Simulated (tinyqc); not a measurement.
## Area and perimeter leakage from two diodes

Question. A square diode and a finger diode leak I = JA area + JP perimeter. Find JA, JP and the side of the square at which both parts are equal.

areas (um^2): [10000, 146000]
perimeters (um): [400, 30660]
leakage currents (pA): [0.732, 17.636800]

Answer. Two linear equations give JA and JP; for a square of side a, JA a^2 = 4 JP a at a = 4 JP/JA.

JA = 6.20e-9 A/cm^2
JP = 2.80e-12 A/cm
side for equal parts = 18.1 um

Program tinyqc, `OMP_NUM_THREADS=1 python tinyqc.py 2290148 2290149 out.jsonl`; Intel Xeon 2.30GHz, shared host, one thread, about 0.01 s.
